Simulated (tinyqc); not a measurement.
Inside a calculation. Model: domain walls in a thin film with perpendicular anisotropy: Bloch, Neel and chiral walls, motion and stripe domains. Computed by tinyqc, a small Python program that keeps every step. Command: `OMP_NUM_THREADS=1 python tinyqc.py 3009121 3009122 out.jsonl mwall walk`. One thread of a shared host (Intel(R) Xeon(R) Processor @ 2.30GHz), about 0.01 s of CPU time with the checks. Intermediate numbers are printed to about 7 digits and carried at full precision; extremes and crossings named in words are read from the listed rows.

One-dimensional wall: polar angle theta(x), azimuth phi of the moment in the wall (phi = 0 Neel, 90 degrees Bloch). mu_0 = 1.25663706212e-6 T m/A, gamma = 1.76085963023e11 rad/(s T).

Inputs (values chosen for the exercise, for a model film):
```
quantity,value,unit
saturation magnetisation M_s,730,kA/m
exchange stiffness A,8,pJ/m
uniaxial anisotropy K_u,455,kJ/m^3
DMI constant D,1.2,mJ/m^2
thickness t,2,nm
damping alpha,0.18,-
field mu_0 H_z,7.1,mT
```

Drive: magnetic field.

## Width and energy of the Bloch wall

K_eff = K_u - mu_0 M_s^2/2; Delta = sqrt(A/K_eff); sigma_0 = 4 sqrt(A K_eff); profile theta = 2 arctan exp(x/Delta); quality factor Q = 2 K_u/(mu_0 M_s^2).

K_eff = 120.1691 kJ/m^3

width parameter Delta = 8.159221 nm

sigma_0 = 3.921943 mJ/m^2

quality factor Q = 1.358895

## Bloch or Neel

sigma(phi) = sigma_0 + 2 Delta K_D cos^2(phi) - pi D cos(phi), with the wall shape anisotropy K_D = N_x mu_0 M_s^2/2, N_x = t ln 2/(pi Delta). The minimum has cos(phi) = D/D_N for D < D_N = 4 Delta K_D/pi and phi = 0 beyond; sigma turns negative at D_c = (sigma_0 + 2 Delta K_D)/pi.

K_D = 18.10850 kJ/m^3

D_N = 0.1881227 mJ/m^2

azimuth phi = 0 degrees

wall energy sigma = 0.4475346 mJ/m^2

D_c = 1.342455 mJ/m^2

A pure chiral Neel wall. D is 0.89 of D_c.

## Walker breakdown

Field drive: steady motion v = gamma Delta B/alpha needs B = (alpha/2) [2 B_D sin(phi) - B_K sin(2 phi)] in size, B_K = 2 K_D/M_s, B_D = pi D/(2 M_s Delta), with phi moving from its rest value; the Walker field B_W is the largest value of |B_D sin(phi) - (B_K/2) sin(2 phi)| times alpha, reached at cos(phi) = [d - sqrt(d^2 + 8)]/4, d = B_D/B_K. Far above B_W/alpha, v = gamma Delta B alpha/(1 + alpha^2); this is used for all B above B_W.

B_K = 49.61233 mT

B_D = 316.4678 mT

Walker field B_W = 57.64410 mT

velocity at B_W = 460.1037 m/s

velocity at B = 56.67079 m/s

B is below B_W: steady motion. Without D, B_W would be alpha B_K/2 = 4.47 mT, so D raises it 12.9 times.

## Stripe domains

Dipolar length l = sigma/(mu_0 M_s^2); for t much smaller than the period the domain width is w = 0.955 t exp(pi l/t) (Kaplan and Gehring), given as log10 of w in nm.

dipolar length l = 0.6682993 nm

log10 of the domain width in nm = 0.7369393

Equilibrium domains are about 5.5 nm wide. Caution: the domains are not wide against the wall, so the thin-wall formula fails.

## Raising D

The formulas are those given above.

Wall against D; the last column is the Kaplan-Gehring width, log10[0.955 t exp(pi sigma/(mu_0 M_s^2 t))/nm], with a dash where it falls below 10 Delta and the formula fails:
```
D (mJ/m^2),phi (degrees),sigma (mJ/m^2),sigma/sigma_0,log10 domain width
0.038,78.34631,3.909886,0.9969257,4.264055
0.094,60.02158,3.848164,0.9811881,4.201179
0.150,37.12205,3.734072,0.9520973,4.084952
0.270,0.00000,3.369216,0.8590679,3.713272
0.540,0.00000,2.520986,0.6427900,2.849175
0.810,0.00000,1.672756,0.4265120,1.985079
1.100,0.00000,0.761694,0.1942134,-
1.200,0.00000,0.447535,0.1141104,-
```

D_N is 14 % of D_c, so a small D fixes the chirality long before it lowers the energy much. Beyond D_N sigma falls by pi per unit of D, and the domain width, which has sigma in an exponent, drops by 2.3 decades over the valid rows (values above 6 mean a single domain in any device).

Checks made by the program: sigma_0 against the integral over the profile (relative difference below 1e-10); B_W against a scan of phi (relative difference below 1e-10).
